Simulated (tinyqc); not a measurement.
What moves the results: shallow donor in an anisotropic valley (effective-mass theory). A value that a table varies takes the place of the one given here.

One valley: H = -c [(d2/dx2 + d2/dy2)/mt + (d2/dz2)/ml] - q/(eps r), c = hbar^2/2m0, q = e^2/(4 pi eps0). Trial function exp(-sqrt((x^2 + y^2)/a^2 + z^2/b^2)) with a > b: T = (c/3)(2/(mt a^2) + 1/(ml b^2)), V = -(q/eps) atan(u/b)/u, u = sqrt(a^2 - b^2). The central cell of the impurity is left out.

Constants: hbar^2/2m0 = 3.80998211 eV angstrom^2; e^2/(4 pi eps0) = 14.39964547 eV angstrom; Ry = 13.60569312 eV; a0 (Bohr radius) = 0.5291772105 angstrom.

Parameters, chosen for this exercise (near those of 3C SiC; not measured data):

| symbol | value | unit | meaning |
|---|---|---|---|
| mt | 0.256 | m0 | transverse mass |
| eps | 10 |  | dielectric constant |
| xs | (1.3, 2.1, 3.1, 5.6, 9.4, 21, 35, 130) |  | ratios ml/mt |
| ml | 0.656 | m0 | longitudinal mass |

## Mass anisotropy

mt and eps fixed, ml varied. Energies in units of Ry*(mt) = Ry mt/eps^2 and lengths in a*(mt) = a0 eps/mt; the last two columns use one mass, 3/(1/ml + 2/mt) or (ml mt^2)^(1/3).

Results:

| ml/mt | a/a* | b/a | binding | conductivity mass | density-of-states mass |
|---|---|---|---|---|---|
| 1.30 | 0.947 | 0.911 | 1.089 | 1.083 | 1.091 |
| 2.10 | 0.862 | 0.768 | 1.259 | 1.212 | 1.281 |
| 3.10 | 0.804 | 0.670 | 1.401 | 1.292 | 1.458 |
| 5.60 | 0.731 | 0.545 | 1.622 | 1.377 | 1.776 |
| 9.40 | 0.679 | 0.455 | 1.816 | 1.424 | 2.110 |
| 21.0 | 0.616 | 0.345 | 2.107 | 1.465 | 2.759 |
| 35.0 | 0.585 | 0.290 | 2.281 | 1.479 | 3.271 |
| 130 | 0.526 | 0.185 | 2.677 | 1.494 | 5.066 |

What does this show?

The binding grows from 1.09 to 2.68 Ry*(mt); for ml going to infinity the exact problem becomes two-dimensional, with 4 Ry*. The conductivity mass saturates at 1.5 and underbinds, by 15 % at ml/mt = 5.6; the density-of-states mass errs by +9 % there and by +89 % in the last row. With these mt and eps one unit is 34.83 meV.

## What each parameter does

The minimum of the trial energy. Each row changes one parameter from the base and keeps the others.

Results:

| case | E (meV) | a (angstrom) | b (angstrom) | b/a |
|---|---|---|---|---|
| base | -46.37 | 17.19 | 12.31 | 0.716 |
| ml = 0.525 m0 | -43.54 | 17.90 | 13.87 | 0.775 |
| mt = 0.23 m0 | -42.89 | 18.77 | 12.95 | 0.690 |
| eps = 11 | -38.32 | 18.90 | 13.54 | 0.716 |

How do the results move?

The largest shifts from the base row, up to three for each result and ties (the steps differ in size, so this ranks the rows, not the parameters). E (meV): eps +8.05, mt +3.48, ml +2.82. a (angstrom): eps +1.72, mt +1.58, ml +0.71. b (angstrom): ml +1.56, eps +1.23, mt +0.64. b/a: ml +0.059, mt -0.026; unchanged at the printed digits by eps. eps only rescales the solution (E as 1/eps^2, lengths as eps), so b/a depends on ml/mt alone.

tinyqc: `OMP_NUM_THREADS=1 python tinyqc.py 1251118 1251119 out.jsonl`; about 0.01 s, one thread, shared Intel(R) Xeon(R) Processor @ 2.30GHz.
